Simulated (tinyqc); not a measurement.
Thermal displacements in the Debye model: Debye-Waller factors, bond-length spread and the Lindemann rule: one step, computed by the program tinyqc. Command: `OMP_NUM_THREADS=1 python tinyqc.py 3025369 3025370 out.jsonl debyewaller walk`. One thread of a shared host (Intel(R) Xeon(R) Processor @ 2.30GHz), about 0.01 s of CPU time with the checks.

A Debye spectrum with three branches of one velocity, cut at k_B Theta; 4 atoms per cube, nearest neighbours at d = 0.707107 a.

Task: Loss of Bragg intensity. G = 2 pi sqrt(h^2 + k^2 + l^2)/a; the intensity is multiplied by exp(-2W), 2W = G^2 <u_x^2>; the loss goes into thermal diffuse scattering.

Inputs (values chosen for the exercise, modelled on nickel): Debye temperature Theta = 397 K; lattice constant a = 3.524 angstrom; temperature T = 150 K.

Structure: fcc.

reflection (h k l): [1, 1, 1]

<u_x^2> = 0.002790257 angstrom^2

Give: |G|; 2W; intensity factor exp(-2W).

Result:

|G| = 3.0882 1/angstrom

2W = 0.026611

intensity factor exp(-2W) = 0.97374
